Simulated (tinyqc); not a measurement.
Stress in a transistor channel from embedded alloy regions, liners and fins, by half-space elasticity: one step, computed by the program tinyqc. Command: `OMP_NUM_THREADS=1 python tinyqc.py 3022443 3022444 out.jsonl stressor walk`. One thread of a shared host (Intel(R) Xeon(R) Processor @ 2.30GHz), about 0.01 s of CPU time with the checks.

Plane strain in an isotropic half-space, the same constants everywhere; x along the channel from its centre, y downwards from the free surface; stress is positive in tension.

Question. A stressed liner, as two edge forces. The liner over source and drain ends at the gate, x = -/+ L/2, and pulls there with the force per width F = (liner stress) t along the surface. A tangential line force gives s_xx = (2 F/pi) X^3/(X^2 + y^2)^2 at the distance X; two of them add at the centre, X = L/2. For L > 3.5 y the concentrated force is an upper bound.

Inputs (values chosen for the exercise, modelled on silicon):
```
quantity,value,unit
channel length L,34,nm
depth of the field point y,2,nm
liner stress,-1.1,GPa
liner thickness t,30,nm
```

Give: edge force F; s_xx from the liner.

Answer.

edge force F = -33 N/m

s_xx from the liner = -2405 MPa

Caution: the real force is spread over several liner thicknesses, so for a channel this short the concentrated force clearly overstates the stress.
